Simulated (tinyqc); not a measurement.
Gamma, L and X subbands of a thin body with non-parabolic valleys: one step. Valley groups. Three cases, with inputs chosen for the exercise.

Question. List degeneracy, edge, m_z, m_d and a.

Hard walls, flat band, c = hbar^2/2m0, energies from the bulk Gamma edge. For a valley at angle theta to the normal 1/m_z = cos^2/ml + sin^2/mt and m_d = sqrt(ml mt^2/m_z). Subband n starts at E_v + e with e (1 + a e) = c (n pi/t)^2/m_z, and its density-of-states mass is taken as m_d (1 + 2 a e), without further growth at higher in-plane energy. Groups are named by valley and degeneracy.

Constants: hbar^2/2m0 = 3.80998211 eV angstrom^2.

Case 1.

Values chosen (near those of a thin GaAs channel; not measured data): face = 110 (surface); mG = 0.0675 m0 (Gamma mass); aG = 0.58 1/eV (Gamma non-parabolicity); EL = 0.351 eV (L edge above Gamma); mL = (1.927, 0.074) m0 (L valleys (four, along <111>): ml, mt); EX = 0.521 eV (X edge above Gamma); mX = (1.254, 0.228) m0 (X valleys (three, along <100>): ml, mt); aS = 0.48 1/eV (non-parabolicity of L and X).

Case 2.

Values chosen (near those of a thin Ge channel; not measured data): face = 111 (surface); mG = 0.0384 m0 (Gamma mass); aG = 1.04 1/eV (Gamma non-parabolicity); EL = -0.135 eV (L edge above Gamma); mL = (1.55, 0.08) m0 (L valleys (four, along <111>): ml, mt); EX = 0.028 eV (X edge above Gamma); mX = (0.874, 0.198) m0 (Delta valleys (six, along <100>): ml, mt); aS = 0.54 1/eV (non-parabolicity of L and X).

Case 3.

Values chosen (near those of a thin GaSb channel; not measured data): face = 100 (surface); mG = 0.0386 m0 (Gamma mass); aG = 1.12 1/eV (Gamma non-parabolicity); EL = 0.043 eV (L edge above Gamma); mL = (1.319, 0.101) m0 (L valleys (four, along <111>): ml, mt); EX = 0.323 eV (X edge above Gamma); mX = (1.529, 0.227) m0 (X valleys (three, along <100>): ml, mt); aS = 0.43 1/eV (non-parabolicity of L and X).

Give: Groups.

Answer.

Case 1.

Groups:

| group | g | E_v (eV) | m_z | m_d | a (1/eV) |
|---|---|---|---|---|---|
| G1 | 1 | 0.000 | 0.0675 | 0.0675 | 0.58 |
| L2 | 2 | 0.351 | 0.2062 | 0.2262 | 0.48 |
| L2' | 2 | 0.351 | 0.0740 | 0.3776 | 0.48 |
| X2 | 2 | 0.521 | 0.3858 | 0.4110 | 0.48 |
| X1 | 1 | 0.521 | 0.2280 | 0.5347 | 0.48 |

Case 2.

Groups:

| group | g | E_v (eV) | m_z | m_d | a (1/eV) |
|---|---|---|---|---|---|
| G1 | 1 | 0.000 | 0.0384 | 0.0384 | 1.04 |
| L1 | 1 | -0.135 | 1.5500 | 0.0800 | 0.54 |
| L3 | 3 | -0.135 | 0.0894 | 0.3331 | 0.54 |
| X6 | 6 | 0.028 | 0.2668 | 0.3584 | 0.54 |

Case 3.

Groups:

| group | g | E_v (eV) | m_z | m_d | a (1/eV) |
|---|---|---|---|---|---|
| G1 | 1 | 0.000 | 0.0386 | 0.0386 | 1.12 |
| L4 | 4 | 0.043 | 0.1459 | 0.3037 | 0.43 |
| X1 | 1 | 0.323 | 1.5290 | 0.2270 | 0.43 |
| X2 | 2 | 0.323 | 0.2270 | 0.5891 | 0.43 |

Computed by tinyqc, one run a case: `OMP_NUM_THREADS=1 python tinyqc.py N N+1 out.jsonl` with N = 1251012, 1251054, 1251228; one thread of a shared Intel(R) Xeon(R) Processor @ 2.30GHz, about 0.03 s a run at most.
